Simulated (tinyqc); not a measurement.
Tight binding, honeycomb lattice, step by step. Computed by tinyqc, a small Python program that keeps every step. Settings: t1 = 2.61, t2 = 0, phi = 0, delta = 0, points = 7. Command: `OMP_NUM_THREADS=1 python tinyqc.py 23115 23116 out.jsonl` (the two numbers bound the seeds that draw the settings). One thread of a shared host (Intel(R) Xeon(R) Processor @ 2.60GHz), about 0.01 s of CPU time with the checks.

## Bloch Hamiltonian at k

Parameters chosen for this model:
```
parameter,value,unit
t1,2.610000,"eV, nearest"
t2,0,"eV, second neighbours"
phi,0,"rad, phase of t2 (Haldane)"
delta,0,"eV, +/- on A and B"
```

k point k (fractions of the reciprocal vectors): 0.020000  0.200000

H_AB = -t1 (1 + exp(-i k.a1) + exp(-i k.a2)); H_AA = delta - 2 t2 sum cos(k.b + phi), H_BB = -delta - 2 t2 sum cos(k.b - phi), b = a1, a2 - a1, -a2.

H(k) at k (eV):
```
,A,B
A,0.000000,-6.005954+2.809377i
B,-6.005954-2.809377i,0.000000
```

## Levels at k

Diagonalise the Hermitian matrix.

eigenvalues (eV): -6.630542  6.630542

weights |c|^2 of the basis functions:
```
,band 1,band 2
A,0.500000,0.500000
B,0.500000,0.500000
```

## Bloch Hamiltonian at K

k point K (fractions of the reciprocal vectors): 0.333333  0.666667

As before.

H(k) at K (eV):
```
,A,B
A,0.000000,0.000000
B,0.000000,0.000000
```

## Levels at K

As before.

eigenvalues (eV): 0.000000  0.000000

## Bands along a path

The same steps at evenly spaced points between the labelled ones.

Bands along the path (eV):
```
k,band 1,band 2
G,-7.830000,7.830000
G-K 0.20,-7.378707,7.378707
G-K 0.40,-6.102862,6.102862
G-K 0.60,-4.223069,4.223069
G-K 0.80,-2.064361,2.064361
K,0,0
K-M 0.20,-0.882862,0.882862
K-M 0.40,-1.613069,1.613069
K-M 0.60,-2.158707,2.158707
K-M 0.80,-2.495930,2.495930
M,-2.610000,2.610000
M-K' 0.20,-2.495930,2.495930
M-K' 0.40,-2.158707,2.158707
M-K' 0.60,-1.613069,1.613069
M-K' 0.80,-0.882862,0.882862
K',0,0
```

With 1 band(s) filled, the highest filled level on these points lies at K and the lowest empty one at K: the bands touch or overlap, so there is no gap.
